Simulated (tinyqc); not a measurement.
## Band offsets from two capacitances

Problem. A p-n heterojunction (1: p-type, 2: n-type) in the depletion approximation obeys 1/C^2 = 2 (er1 N1 + er2 N2)(Vbi - V)/(q eps0 er1 er2 N1 N2), with Vbi = dEc + Eg1 - Vt ln(Nc2 Nv1/(N1 N2)), dEc = Ec2 - Ec1 and dEv = Eg2 - Eg1 - dEc. Find N2, Vbi, dEc and dEv.

Values chosen for this exercise; band and dielectric values those of a made-up pair:
- T = 300 K (temperature)
- Eg1 = 3.67 eV (band gap of material 1)
- er1 = 9.62 (relative permittivity of material 1)
- Nv1 = 5.25e19 cm^-3 (valence-band density of states of material 1)
- Eg2 = 3.19 eV (band gap of material 2)
- er2 = 8.1 (relative permittivity of material 2)
- Nc2 = 2.7e18 cm^-3 (conduction-band density of states of material 2)
- N1 = 1.2e16 cm^-3 (acceptor density of material 1)

Constants: q = 1.602176634e-19 C, kB = 1.380649e-23 J/K, Vt = kB T/q, eps0 = 8.8541878128e-14 F/cm where lengths are in cm. Results are converted to the units shown.

C at V = -0.3 and -2.8 V (nF/cm^2): 8.2868133  6.2763343

Solution. The slope of 1/C^2 against -V is (2/(q eps0)) (1/(er2 N2) + 1/(er1 N1)), which gives N2; the intercept is Vbi, and the offsets follow.

N2 = 5.600e15 cm^-3
Vbi = 3.064 V
dEc = -0.2300 eV
dEv = -0.2500 eV

Computed by the program tinyqc: `OMP_NUM_THREADS=1 python tinyqc.py 2040085 2040086 out.jsonl`, one thread of a shared Intel Xeon 2.30GHz, about 0.04 s for the whole run.
